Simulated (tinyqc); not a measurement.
A run and its error bars: classical Heisenberg spin chain: exact results, Metropolis, heat-bath and over-relaxation steps, and a Monte Carlo run. Computed by tinyqc, a small Python program. Command: `OMP_NUM_THREADS=1 python tinyqc.py 3130442 3130443 out.jsonl heismc walk`. One thread of a shared host (Intel(R) Xeon(R) Processor @ 2.30GHz), about 0.2 s of CPU time with the checks.

E = -J sum_i s_i . s_(i+1) for unit vectors s_i on an open chain; K = J/(k_B T).

Inputs (values chosen for the exercise, for a model chain of large moments):
```
quantity,value,unit
coupling J,13,meV
temperature T,52,K
moment mu,5.1,mu_B
length N of the open chain,16,-
seed,611296,-
```

Update: Metropolis.

Constants: k_B = 8.617333262e-05 eV/K; mu_B = 5.7883818060e-05 eV/T.

Method:
- Each bond angle is independent, so u = <s_i . s_(i+1)> = coth K - 1/K, <s_i . s_(i+n)> = u^n, correlation length xi = -1/ln|u|, energy per bond -J u, heat capacity per bond c/k_B = 1 - K^2/sinh^2 K, and for the long chain chi = mu^2 (1 + u)/(3 k_B T (1 - u)) per spin.
- For N spins, <|sum s|^2>/N = (1 + u)/(1 - u) - 2 u (1 - u^N)/(N (1 - u)^2); the long chain has (1 + u)/(1 - u), chi over the Curie value, and the difference is relative to it.
- From the ordered state (alternating for J < 0), with trial spins uniform on the sphere, 200 sweeps are discarded and 1600 recorded (even and odd sites in turn; random numbers not printed, so these rows are one sample). Errors are the scatter of block means over sqrt(number of blocks).

K = 2.90113

u = 0.661366

<|sum s|^2>/N = 4.18613

Blocking:
```
block length,mean bond product,error,<|sum s|^2>/N,error
1,0.66756,0.0022323,4.3037,0.06694
4,0.66756,0.0039252,4.3037,0.12713
16,0.66756,0.0063542,4.3037,0.22142
40,0.66756,0.0076973,4.3037,0.28069
80,0.66756,0.0071428,4.3037,0.25619
```

What follows from these numbers?

With blocks of 40 the bond product is 0.8 error bars from the exact u = 0.6614, and <|sum s|^2>/N is 0.4 from the exact 4.186. Blocking to 40 changes the two errors by factors 3.4 and 4.2, because successive sweeps are correlated. 23 % of the trial spins are accepted.
